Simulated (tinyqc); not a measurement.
# Barrier height from two thicknesses

Problem. Through a thick flat barrier T = c exp(-2 kappa t) with a prefactor c that does not depend on t, and kappa = sqrt(m1 phi1/C), C = hbar^2/(2 m0). Find kappa, the decades lost for each nanometre, c and phi1.

Parameters, values chosen for the exercise:
- m1 = 0.39 m0 (tunnelling mass of layer 1)

Constants: q = 1.602176634e-19 C, hbar = 1.054571817e-34 J s, m0 = 9.1093837015e-31 kg, hbar^2/(2 m0) = 0.0380998212 eV nm^2. Results are converted to the units shown.

T at t = 1.1 and 2 nm: 3.1301297e-5  2.7026369e-9

Solution. The ratio of the two values removes c: kappa = ln(T_a/T_b)/(2 (t_b - t_a)).

kappa = 5.20 1/nm
decades a nanometre = 4.52
c = 2.90
phi1 = 2.64 eV

Computed by the program tinyqc: `OMP_NUM_THREADS=1 python tinyqc.py 2540097 2540098 out.jsonl`, one thread of a shared Intel Xeon 2.30GHz, about 0.03 s for the whole run.
